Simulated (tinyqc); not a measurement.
## Potential step from the flux

Inverse problem. On one interval J = (q mu Vt/hx) [nb B(d) - na B(-d)], B(d) = d/(exp(d) - 1), d = (psi_b - psi_a)/Vt. Find psi_b - psi_a, and the step at which J would vanish.

Parameters, values chosen for the exercise:

| symbol | value | unit | meaning |
|---|---|---|---|
| T | 250 | K | temperature |
| mu | 3880 | cm^2/(V s) | electron mobility |
| na | 5.4e13 | cm^-3 | density at the left node |
| nb | 3.2e14 | cm^-3 | density at the right node |
| hx | 7.8 | nm | node spacing |

Constants: q = 1.602176634e-19 C, kB = 1.380649e-23 J/K, Vt = kB T/q. Results are converted to the units shown.

J = 30450.088 A/cm^2

Solution. B(d) falls and B(-d) rises with d, so J falls steadily with the step and one value matches. J = 0 needs nb/na = exp(d), the Boltzmann ratio.

psi_b - psi_a = -0.1190 V
step for J = 0 = 0.03833 V

tinyqc, about 0.01 s, one thread, Intel Xeon 2.30GHz (shared host): `OMP_NUM_THREADS=1 python tinyqc.py 2220003 2220004 out.jsonl`
